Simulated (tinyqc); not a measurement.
What moves the results: band offset from the macroscopic average of a supercell potential. A value that a table varies takes the place of the one given here.

A model of the planar-averaged electrostatic energy of an electron in a periodic cell of N1 periods of A (L1 = N1 n1 h) and N2 periods of B (L2 = N2 n2 h), on z_j = j h: V(z) = f VA + (1 - f) VB + F t(z), VA = V1[0] + V1[1] cos(2 pi z/(n1 h)) + V1[2] cos(4 pi z/(n1 h)), VB the same with V2, n2 and z - L1. f = [tanh(z/w) - tanh((z - L1)/w) + tanh((z - L1 - L2)/w)]/2 + 1/2; t(z) = z - L1/2 in A and (L1/L2)(L1 + L2/2 - z) beyond, so that the cell is periodic.

Running mean over n points, periodic: for odd n the plain mean of the n points centred on j; for even n the n + 1 points with half weight at both ends. The macroscopic average applies the mean over n1 points and then over n2 points.

dEv = Ev(A) - Ev(B) = Ev1 - (dV + Ev2); dEc = Ec(B) - Ec(A) = Eg2 - Eg1 - dEv. The correction of a gap, c = Eg[1] - Eg[0], lowers the valence top by fv c and leaves dV, a ground-state quantity, as it is. Type I: dEv and dEc of one sign; II: opposite signs; III: no overlap of the gaps.

Values chosen for the exercise (gaps near those of GaN and AlN; shifted at random, so the results belong to these values and not to a real crystal):
```
symbol  value               unit         meaning
h       0.35                angstrom     grid step
n1      6                                grid points per period of A
n2      6                                grid points per period of B
V1      (-8.5, 1.85, 0.6)   eV           mean and two harmonics of the potential in A
V2      (-7.8, 3.95, 0.61)  eV           the same in B
w       0.41                angstrom     width of the interfaces
N1      5                                periods of A
N2      4                                periods of B
F       0                   eV/angstrom  slope in A from opposite charges on the two interfaces
Ev1     4.89                eV           valence top of bulk A above its mean potential
Eg1     (1.85, 3.44)        eV           gap of A: semi-local value, corrected value
Ev2     3.46                eV           valence top of bulk B above its mean potential
Eg2     (4.41, 6.13)        eV           gap of B: semi-local value, corrected value
```

## How thick the regions must be

N1 = N2 = N, no slope (F = 0); dV is read at j = floor(N n1/2) and N n1 + floor(N n2/2). The exact value is V2[0] - V1[0].

Results:
```
N  L1 (angstrom)  dV (eV)  error (meV)
1           2.10  -0.1279      -827.89
2           4.20   0.6364       -63.62
3           6.30   0.7002         0.16
4           8.40   0.7000         0.00
5          10.50   0.7000         0.00
6          12.60   0.7000         0.00
```

How do the results move?

The error is below 10 meV from N = 3 on. The two windows together span 4.20 angstrom and must fit between the interface tails, which fall as exp(-2 z/w); the errors at N = 2, 3 and 4 are -63.62, 0.16 and 0.00 meV.

## The choice of windows

dV read at j = 15 and 42 after means over the numbers of points listed; ripple is the spread over the five points around each.

Results:
```
windows  dV (eV)  ripple in A (meV)  ripple in B (meV)
none       6.510               1875               6840
6 only     0.700                  0                  0
7 only    -0.127                525                716
7, 7       0.819                 38                140
6, 6       0.700                  0                  0
```

Which rows can be used, and how does a wrong window show?

The last row matches both periods and lies 0 meV from the value of a thick cell, V2[0] - V1[0] = 0.700 eV. Against it the raw potential errs by +5.81 eV. Within 20 meV of it lie: 6 only. A window one point too long leaves a ripple of 525 meV in A, against 0 meV in the last row: the ripple is the sign to look for. Rows to use, with under 30 meV of ripple in both regions once the tilt is taken off: 6 only and 6, 6. A row with a large ripple can hit the right value only by chance.

## Where the gap correction goes

dV = B - A = 0.7000 eV

fv1 and fv2 are varied.

Offsets (eV):
```
fv1  fv2     dEv    dEc
0.0  0.0   0.730  1.960
0.5  0.5   0.795  1.895
1.0  1.0   0.860  1.830
0.0  1.0   2.450  0.240
1.0  0.0  -0.860  3.550
0.3  0.7   1.457  1.233
```

What can be read from the table?

dEv + dEc = 2.690 eV in every row, but dEv alone spans 3.31 eV, the sum of the two corrections. A scissor on the conduction bands alone (first row) keeps the semi-local dEv; with equal shares fv the shift is fv times the difference of the corrections, +0.13 eV, against their sum of 3.31 eV: most of the error cancels if the shares are alike.

Computed by tinyqc, a small Python program: `OMP_NUM_THREADS=1 python tinyqc.py 1850335 1850336 out.jsonl` (the numbers bound the seed that draws the inputs); one thread of a shared host (Intel(R) Xeon(R) Processor @ 2.30GHz), about 0.01 s for the whole set of steps.
